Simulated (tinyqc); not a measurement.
Ion implantation: universal nuclear stopping, Lindhard-Scharff electronic stopping and a Gaussian range profile: one step, computed by the program tinyqc.

An ion slows by elastic collisions with screened nuclei and by friction with electrons; channelling is ignored and the target is uniform.

Question. Damage. Kinchin-Pease count with efficiency 0.8: N_d = 0.8 nu/(2 E_d), taking all of nu as damage energy (an upper estimate, as recoils also lose energy to electrons). Spread over a depth R_p + dR_p, displacements per atom = Q N_d/(N (R_p + dR_p)).

Inputs (values chosen for the exercise, modelled on germanium ions in copper): target density N = 84.9 1/nm^3; dose Q = 1.9e+14 1/cm^2; displacement energy E_d = 30 eV.

energy lost to nuclei nu = 7.281757 keV

projected range R_p = 5.147032 nm

straggle dR_p = 1.710719 nm

Give: displacements per ion N_d; displacements per atom.

Answer.

displacements per ion N_d = 97.090

displacements per atom = 0.31684

One displacement per atom would need a dose of 6.0e14 per cm^2 if no defects annealed. Caution: above a few tenths of a displacement per atom cascades overlap, so the count overstates new damage; heavy ions turn silicon and germanium amorphous at such levels, while light ions such as boron and metal targets anneal much of the damage.
